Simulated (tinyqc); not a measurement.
Length offset and series resistance from crossing lines.

Question. R_total = Rs + k (L - dL)/Vo with constant Rs, dL and k. Find k, dL and Rs.

R_total at (L, Vo) = (45, 0.35), (90, 0.35), (45, 0.83) and (90, 0.83), L in nm and Vo in V (ohm um): 693.77143  1118.0571  500.74699  679.66265

Solution. At each overdrive R is a straight line in L with slope k/Vo; the two lines cross at L = dL, R = Rs.

k = 3.30 ohm um V/nm
dL = 9.60 nm
Rs = 360 ohm um

Computed by the program tinyqc: `OMP_NUM_THREADS=1 python tinyqc.py 2282294 2282295 out.jsonl`, one thread of a shared Intel Xeon 2.30GHz, about 0.03 s for the whole run.
